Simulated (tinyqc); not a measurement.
Valley-orbit splitting of a donor ground state, with strain: one step, computed by the program tinyqc.

The basis is the 1s envelope in each valley; energies are counted from the unstrained conduction-band edge. The strain is e_s (a a^T - 1/3) for the unit stress axis a, so valley j along n_j moves by Xi_u e_s w_j with w_j = (n_j.a)^2 - 1/3: +1/3 for [111] and [-1-11], -1/3 for the others.

Problem. Populations and ionisation. H_jj = -(E_0 + Lambda) + Xi_u e_s w_j; H_jk = -Delta_1 between any two valleys. z = sum over levels of exp(-(E - E_ground)/k_B T), the ground-state share being 1/z; N_c = 2 (2 pi m_e k_B T/h^2)^(3/2) sum_j exp(-(shift_j - lowest shift)/k_B T); n1 = N_c/(2 z) exp(-binding/k_B T), binding = lowest shift - E_ground; without compensation n = 2 N_D/(1 + sqrt(1 + 4 N_D/n1)) (Boltzmann statistics; p and higher states left out).

Inputs (values chosen for the exercise, modelled on donors in germanium):

| quantity | value | unit |
|---|---|---|
| single-valley binding energy E_0 | 9.47 | meV |
| central-cell shift Lambda | 0.69 | meV |
| coupling Delta_1 | 0.94 | meV |
| shear deformation potential Xi_u | 15.7 | eV |
| shear strain e_s | -8.2e-05 | - |
| temperature T | 77 | K |
| donor density N_D | 5.1e+15 | cm^-3 |
| density-of-states mass of one valley m_e | 0.223 | m_0 |

Valleys: four along <111>. Stress axis: [110].

Constants: k_B = 8.617333262e-05 eV/K; m_0 = 9.1093837015e-31 kg; k_B = 1.380649e-23 J/K; h = 6.62607015e-34 J s.

Give: partition sum z; share of neutral donors in the ground state; N_c; n1; free electrons n.

Solution.

partition sum z = 2.6882

share of neutral donors in the ground state = 0.37200

N_c = 1.2911e+18 cm^-3

n1 = 3.5962e+16 cm^-3

free electrons n = 4.5295e+15 cm^-3

Caution: k_B T exceeds a third of E_0, so the p and higher states, left out, hold part of the bound electrons.
